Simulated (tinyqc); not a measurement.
What each parameter does: valley splitting in a one-orbital chain of atomic planes (second-neighbour model).

Each (001) plane carries one orbital with energy e0, hopping v to the next plane and u to the second: E(phi) = e0 + 2 v cos(phi) + 2 u cos(2 phi), where phi = pi - k a/4 (the sign of every second orbital is chosen so that v > 0, which shifts the phase by pi). The minimum lies at cos(phi0) = -v/(4u), phi0 = pi - (pi/2) k0 for a valley at k0 (2 pi/a), and e0 puts it at zero. A slab of N planes has hard walls: the matrix simply ends.

A well of Nw planes between barriers of 40 planes each (as of a SiGe alloy, taken as an offset alone). With x = j - 39.5 for plane j = 0, 1, ..., the potential is V0 (f(x) + f(Nw - x)) + F (j - 40) a/4, f(y) = 1/(1 + exp(y/L)), a step for L = 0; L is in planes, 4 L is about the distance over which f goes from 0.88 to 0.12, and 1 MV/m = 1e-4 V/angstrom.

Constants: hbar^2/2m0 = 3.80998211 eV angstrom^2.

Values chosen for the exercise (near those of the Delta valleys of silicon; abrupt walls in this chain split the valleys several times more than measured wells; not measured data): a = 5.432 angstrom (lattice constant; planes lie a/4 apart); k0 = 0.838 2 pi/a (position of the valley); ml = 0.907 m0 (longitudinal mass); V0 = 0.1 eV (barrier height); F = 10 MV/m (field); Nw = 77 (planes in the well).

Step interfaces (L = 0). u, v, e0 follow from 8 u sin^2(phi0) = (2c/ml)/(a/4)^2, v = -4u cos(phi0), e0 = 2u + v^2/(4u), c = hbar^2/2m0.

Results for these values:
```
case,mean level (meV),splitting (micro-eV)
base,29.90,1403.9
```

What happens to each result for F = 20 MV/m, all else kept?

Answer: mean level rises from 29.90 to 42.64; splitting rises from 1403.9 to 2343.8.

The same for each parameter in turn:
```
case,mean level (meV),splitting (micro-eV)
base,29.90,1403.9
k0 = 0.848 2 pi/a,29.90,1398.3
ml = 0.998 m0,29.06,1404.0
V0 = 0.15 eV,31.31,1404.0
F = 20 MV/m,42.64,2343.8
Nw = 78,29.90,1403.9
```

Program tinyqc; command `OMP_NUM_THREADS=1 python tinyqc.py 1450143 1450144 out.jsonl`; about 0.01 s on one thread of a shared Intel(R) Xeon(R) Processor @ 2.30GHz.
